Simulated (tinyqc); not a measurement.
Inside a calculation. Model: Raman shift of the zone-centre optical phonon of a diamond-structure crystal under stress. Computed by tinyqc, a small Python program that keeps every step. Command: `OMP_NUM_THREADS=1 python tinyqc.py 3022867 3022868 out.jsonl ramanstress walk`. One thread of a shared host (Intel(R) Xeon(R) Processor @ 2.30GHz), about 0.01 s of CPU time with the checks. Intermediate numbers are printed to about 6 digits and carried at full precision; extremes and crossings named in words are read from the listed rows.

Axes x, y, z are the cube axes. Strain shifts the threefold optical mode and can split it; p, q and r are the phonon deformation potentials.

Inputs (values chosen for the exercise, modelled on diamond): unstrained frequency omega_0 = 1332 1/cm; p/omega_0^2 = -2.77; q/omega_0^2 = -1.72; r/omega_0^2 = -1.85; C11 = 1065 GPa; C12 = 126.7 GPa; C44 = 581.9 GPa; stress sigma (tension positive) = -2 GPa; polarisation angle phi = 45 degree; temperature coefficient d omega/dT = -0.012 1/(cm K); local temperature T = 400 K; laser wavelength = 514.5 nm.

Stress state: hydrostatic. Axis: none.

Constants: h = 6.62607015e-34 J s; c = 299792458 m/s; k_B = 1.380649e-23 J/K.

## Compliances

S11 = (C11 + C12)/D, S12 = -C12/D, D = (C11 - C12)(C11 + 2 C12), S44 = 1/C44.

S11 = 0.963337 1/TPa

S12 = -0.102421 1/TPa

S44 = 1.71851 1/TPa

## Stress and strain tensors

Hydrostatic stress: sigma_ij = sigma delta_ij. eps_xx = S11 sigma_xx + S12 (sigma_yy + sigma_zz), and cyclic; eps_xy = S44 sigma_xy/2 (tensor strain).

stress (GPa), rows x, y, z:
$$\begin{pmatrix}
-2 & 0 & 0 \\
0 & -2 & 0 \\
0 & 0 & -2
\end{pmatrix}$$

strain (per mille), rows x, y, z:
$$\begin{pmatrix}
-1.51699 & 0.00000 & 0.00000 \\
0.00000 & -1.51699 & 0.00000 \\
0.00000 & 0.00000 & -1.51699
\end{pmatrix}$$

volume strain = -4.55097 per mille

## Secular matrix and shifts

Secular matrix: M_xx = p eps_xx + q (eps_yy + eps_zz), M_xy = 2 r eps_xy; its eigenvalues are omega^2 - omega_0^2, and the shifts are these over 2 omega_0.

M/(2 omega_0) (1/cm), rows x, y, z:
$$\begin{pmatrix}
6.27406 & 0.00000 & 0.00000 \\
0.00000 & 6.27406 & 0.00000 \\
0.00000 & 0.00000 & 6.27406
\end{pmatrix}$$

shifts, in rising order (1/cm): [6.27406, 6.27406, 6.27406]

The three modes stay degenerate. Compression hardens every mode.

## Mean shift and Grueneisen parameter

gamma = -(p + 2q)/(6 omega_0^2); the mean of the three shifts is -gamma omega_0 x (volume strain).

mode Grueneisen parameter gamma = 1.035

mean shift = 6.27406 1/cm

## The line seen from a (001) surface

Backscattering from a (001) surface: incident polarisation (cos phi, sin phi, 0). With Raman tensors (R_z)_xy = (R_z)_yx = 1 and cyclic, only the z component u_z of a mode counts: I = u_z^2 sin^2(2 phi) for parallel and u_z^2 cos^2(2 phi) for crossed polarisers. An unresolved line sits at the intensity-weighted shift, which is M_zz/(2 omega_0).

total intensity, parallel = 1

total intensity, crossed = 0

shift of the observed line = 6.27406 1/cm

shift per stress = -3.13703 1/(cm GPa)

stress per shift = -318.773 MPa cm

The z-polarised mode is an eigenmode here, so one line is seen. Caution: this stress has components normal to the (001) face, so it cannot reach a free (001) surface; it can act on buried material.

## The same stress in different states

Uniaxial: sigma n n^T; biaxial: sigma (1 - n n^T); hydrostatic: sigma 1. The line seen from (001) is taken as unresolved, at the intensity-weighted shift M_zz/(2 omega_0).

Shifts (1/cm):
```
state                   lowest   middle  highest  line seen from (001)
uniaxial [100]         1.59450  1.59450  3.08507               1.59450
uniaxial [110]         0.22241  1.59450  4.45716               1.59450
uniaxial [001]         1.59450  1.59450  3.08507               3.08507
uniaxial [111]         0.67977  0.67977  4.91452               2.09135
biaxial, normal [001]  3.18899  4.67956  4.67956               3.18899
biaxial, normal [111]  1.35954  5.59429  5.59429               4.18271
hydrostatic            6.27406  6.27406  6.27406               6.27406
```

Seen from (001), uniaxial stress along [100] and along [110] give the same shift (1.594), and equal biaxial stress in the plane gives twice as much (3.189), since only sigma_xx + sigma_yy and sigma_zz enter M_zz. Stress along [001] gives 3.085. One measured shift therefore fixes the stress only once its state is assumed: read as uniaxial in the plane, a shift implies twice the stress that it does read as biaxial. In the two [111] rows the modes seen are split by 4.2 per cm, more than a line width, so two lines appear there in place of one.

## Heating mistaken for stress

A temperature above 300 K shifts the line by (d omega/dT)(T - 300 K); divided by the shift per stress it poses as a stress; the total shift adds it to the shift of the observed line. The anti-Stokes to Stokes ratio is [(omega_L + omega_0)/(omega_L - omega_0)]^3 exp(-h c omega_0/(k_B T)) in photon counts, omega_L = 1/wavelength, resonance effects left out.

thermal shift = -1.2 1/cm

apparent stress from heating = 0.382527 GPa

total shift = 5.07406 1/cm

anti-Stokes/Stokes ratio = 0.0125342

Heating poses as tension, 19 % of the true stress in size; the intensity ratio gives T apart from the shift.

Checks made by the program: mean of the eigenvalues against the trace rule (relative difference below 1e-10); weighted mean of the modes against M_zz (relative difference below 1e-10).
